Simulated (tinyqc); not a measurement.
# Planar ballistic transistor, top-of-the-barrier model: effects of single changes

At the top of the source barrier, states moving towards the drain are filled by the source (Fermi level 0) and states moving back by the drain (Fermi level -q Vd); nothing scatters. U is the shift of the band edge there, set by the capacitances CG, CD and CS (the total) and by the charge. Parabolic two-dimensional band; the source is grounded.

Inputs (values chosen for the exercise); mass and valleys close to those of gallium nitride: temperature T = 300 K; effective mass m = 0.208 m0; valley degeneracy gv = 1; relative permittivity of the gate insulator eox = 3.9; insulator thickness tox = 4.2 nm; gate control CG/CS aG = 0.81; drain control CD/CS aD = 0.089; band edge at the barrier top above the source Fermi level at zero bias E0 = 0.27 eV.

Constants: q = 1.602176634e-19 C, kB = 1.380649e-23 J/K, hbar = 1.054571817e-34 J s, m0 = 9.1093837015e-31 kg, Vt = kB T/q, eps0 = 8.8541878128e-14 F/cm where lengths are in cm. Results are converted to the units shown.

Each table varies one quantity; the others keep the values above.

## Output curve

N0 = gv m kB T/(pi hbar^2), CG = eps0 eox/tox, vT = sqrt(2 kB T/(pi m)), CS = CG/aG, n0 = n at U = 0 and Vd = 0. eta1 = -(E0 + U)/Vt, eta2 = eta1 - Vd/Vt, n = (N0/2)[F_0(eta1) + F_0(eta2)], F_0(x) = ln(1 + exp x). U = UL + q (n - n0)/CS with UL = -(aG Vg + aD Vd), energies in eV. I = q (N0/2) vT [F_(1/2)(eta1) - F_(1/2)(eta2)] per width, F_(1/2)(x) = (2/sqrt(pi)) int_0^infinity u^(1/2)/(1 + exp(u - x)) du. CQ = (q/Vt) dn/d(eta1).

In this table Vg = 0.4 V.

Results:
```
Vd (V)     eta1  n (cm^-2)  I (uA/um)  mean velocity I/(q n) (cm/s)  CQ/CS
0.01     -1.137   5.340e11      18.44                       2.155e6  2.893
0.025   -0.9652   5.144e11      42.50                       5.157e6  2.759
0.05    -0.7762   4.975e11      71.07                       8.917e6  2.589
0.15    -0.5443   5.159e11      103.4                       1.251e7  2.530
0.2     -0.4931   5.357e11      108.3                       1.262e7  2.602
0.3     -0.3989   5.767e11      117.3                       1.270e7  2.754
0.4     -0.3090   6.183e11      126.5                       1.277e7  2.903
0.6     -0.1388   7.032e11      145.4                       1.290e7  3.191
0.8     0.02027   7.899e11      165.0                       1.304e7  3.463
```

Estimate the missing row, Vd = 0.1 V.

Computed row:
```
Vd (V)     eta1  n (cm^-2)  I (uA/um)  mean velocity I/(q n) (cm/s)  CQ/CS
0.1     -0.6128   4.989e11      95.43                       1.194e7  2.487
```

With this row back in the table: The current rises from 18.4 to 165 uA/um; n goes from 5.34e11 through a minimum of 4.97e11 (at Vd = 0.05 V among the rows listed) to 7.90e11 cm^-2 and eta1 rises from -1.14 to 0.0203. The resistance in the first row is 542 ohm um, though nothing scatters in the channel. The current passes 90 % of its last value at Vd = 0.8 V among the rows, where eta2 = -31; returning states are gone from Vd = 0.2 V on (eta2 < -7), and from there the drain control aD lifts eta1 from -0.493 to 0.0203.

## Effect of the band edge at the barrier top above the source Fermi level at zero bias

Same model as above.

CQ = (q/Vt) dn/d(eta1).

In this table Vg = 0.4 V, Vd = 0.4 V.

Effect of the band edge at the barrier top above the source Fermi level at zero bias:
```
E0 (eV)     eta1  n (cm^-2)  I (uA/um)  mean velocity I/(q n) (cm/s)   CQ/CS
0.1        1.053   1.519e12      346.1                       1.423e7   5.084
0.15      0.6792   1.223e12      269.4                       1.374e7   4.550
0.2       0.3042   9.623e11      205.3                       1.332e7   3.946
0.25     -0.1185   7.139e11      147.8                       1.292e7   3.226
0.3      -0.6277   4.804e11      96.58                       1.255e7   2.387
0.35      -1.292   2.725e11      53.35                       1.222e7   1.477
0.4       -2.250   1.126e11      21.59                       1.197e7  0.6539
0.45      -3.669   2.827e10      5.363                       1.184e7  0.1705
```

As E0 goes from 0.1 to 0.45 eV, n falls from 1.52e12 to 2.83e10 cm^-2, the mean velocity falls from 1.42e7 to 1.18e7 cm/s and the current falls from 346 to 5.36 uA/um. CQ/CS goes from 5.1 to 0.17.

## Effect of the valley degeneracy

Same model as above.

CQ = (q/Vt) dn/d(eta1). E0 is held fixed.

In this table Vg = 0.4 V, Vd = 0.4 V.

Result of one run:
```
gv      eta1  n (cm^-2)  I (uA/um)  mean velocity I/(q n) (cm/s)   CQ/CS
1   -0.30899  6.1832e11     126.47                      1.2766e7  2.9032
```

What becomes of these results when the valley degeneracy gv is changed from 1 to 3, all else the same?

Result of the changed run:
```
gv     eta1  n (cm^-2)  I (uA/um)  mean velocity I/(q n) (cm/s)   CQ/CS
3   -1.3357  7.8661e11     153.80                      1.2204e7  4.2834
```

The whole series:
```
gv      eta1  n (cm^-2)  I (uA/um)  mean velocity I/(q n) (cm/s)   CQ/CS
1   -0.30899  6.1832e11     126.47                      1.2766e7  2.9032
2   -0.96404  7.2567e11     143.72                      1.2361e7  3.7863
3    -1.3357  7.8661e11     153.80                      1.2204e7  4.2834
4    -1.5959  8.2928e11     161.01                      1.2118e7  4.6235
6    -1.9590  8.8888e11     171.27                      1.2026e7  5.0845
```

As gv goes from 1 to 6, n rises from 6.18e11 to 8.89e11 cm^-2, the mean velocity falls from 1.28e7 to 1.20e7 cm/s and the current rises from 126 to 171 uA/um. CQ/CS goes from 2.9 to 5.1.

Computed by the program tinyqc: `OMP_NUM_THREADS=1 python tinyqc.py 2400157 2400158 out.jsonl`, one thread of a shared Intel Xeon 2.30GHz, about 0.01 s for the whole run.
